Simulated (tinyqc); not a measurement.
Six-band hole subbands of a thin body in a field: one step. Its levels. Three cases, with inputs chosen for the exercise.

Question. Diagonalise; the levels come in pairs. Give each pair and its weights on X, Y, Z, summed over spin and averaged over the pair.

Case 1.

H (meV), lower triangle (Hermitian):
```
                  X+         Y+        Z+                X-        Y-        Z-
X+          181.6609
Y+  88.4055-14.6667i   181.6609
Z+           88.4055    88.4055  181.6609
X-                 0          0   14.6667          181.6609
Y-                 0          0  14.6667i  88.4055+14.6667i  181.6609
Z-          -14.6667  -14.6667i         0           88.4055   88.4055  181.6609
```

Case 2.

H (meV), lower triangle (Hermitian):
```
                  X+         Y+        Z+                X-        Y-        Z-
X+          113.4581
Y+  56.3928-14.6667i   113.4581
Z+                 0          0  155.4572
X-                 0          0   14.6667          113.4581
Y-                 0          0  14.6667i  56.3928+14.6667i  113.4581
Z-          -14.6667  -14.6667i         0                 0         0  155.4572
```

Case 3.

H (meV), lower triangle (Hermitian):
```
                  X+         Y+        Z+                X-       Y-       Z-
X+           45.5107
Y+  65.6656-14.6667i    45.5107
Z+                 0          0   67.5231
X-                 0          0   14.6667           45.5107
Y-                 0          0  14.6667i  65.6656+14.6667i  45.5107
Z-          -14.6667  -14.6667i         0                 0        0  67.5231
```

Give: levels; weights.

Answer.

Case 1.

levels (meV): 78.59  106.22  360.18

weights:
```
   pair 1  pair 2  pair 3
X   0.333   0.333   0.333
Y   0.333   0.333   0.333
Z   0.333   0.333   0.333
```

Case 2.

levels (meV): 53.57  146.53  182.27

weights:
```
   pair 1  pair 2  pair 3
X   0.492   0.154   0.354
Y   0.492   0.154   0.354
Z   0.016   0.693   0.291
```

Case 3.

levels (meV): -23.66  64.10  118.10

weights:
```
   pair 1  pair 2  pair 3
X   0.490   0.059   0.452
Y   0.490   0.059   0.452
Z   0.021   0.882   0.097
```

Computed by tinyqc, one run a case: `OMP_NUM_THREADS=1 python tinyqc.py N N+1 out.jsonl` with N = 1281778, 1282142, 1282242; one thread of a shared Intel(R) Xeon(R) Processor @ 2.30GHz, about 0.4 s a run at most.
